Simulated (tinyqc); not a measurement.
MOSFET in saturation, small-signal circuit and noise: one step of the calculation.

Bias by the inversion coefficient IC = I/Ispec (charge-based model with velocity saturation; weak inversion below 0.1, strong above 10). Common-source circuit: gm, gds, Cgs, Cgd and Cj at the inner nodes, Rg in series with the gate; quasi-static, no source or drain resistance, no gate-body capacitance, no substrate network, no induced gate noise, so fmax is an upper estimate.

Problem. Capacitances, gate resistance and cut-off frequencies. qs = [sqrt(1 + 4 IC) - 1]/2, Cgs = Cox W L qs (2 qs + 3)/(3 (qs + 1)^2) + Cov W, Cgd = Cov W, Cd = Cj W, Rg = Rsh (Wf/L)/(12 Nf) + Rc/W with Nf = W/Wf fingers (not rounded) contacted at both ends. fT = gm/(2 pi (Cgs + Cgd)), fmax = fT/(2 sqrt(Rg (gds + 2 pi fT Cgd))).

Parameters, values chosen for the exercise: gate length L = 130 nm; total gate width W = 20 um; gate capacitance Cox = 2.33 uF/cm^2; overlap and fringe capacitance per side Cov = 0.22 fF/um; drain junction capacitance Cj = 0.57 fF/um; sheet resistance of the gate Rsh = 20 ohm; finger width Wf = 2 um; gate contact and vertical resistance Rc = 300 ohm um; inversion coefficient IC = 28.

gm = 34.077084 mS
gds = 1.1926979 mS

Wanted: Cgs; Cgd; Cd; Rg; fT; fmax.

Solution.

Cgs = 40.72 fF
Cgd = 4.400 fF
Cd = 11.40 fF
Rg = 17.56 ohm
fT = 120.2 GHz
fmax = 213.4 GHz

Overlap and fringe make up 19.5 % of the gate capacitance; fmax is 1.78 times fT.

Program tinyqc, `OMP_NUM_THREADS=1 python tinyqc.py 2150134 2150135 out.jsonl`; Intel Xeon 2.30GHz, shared host, one thread, about 0.01 s.
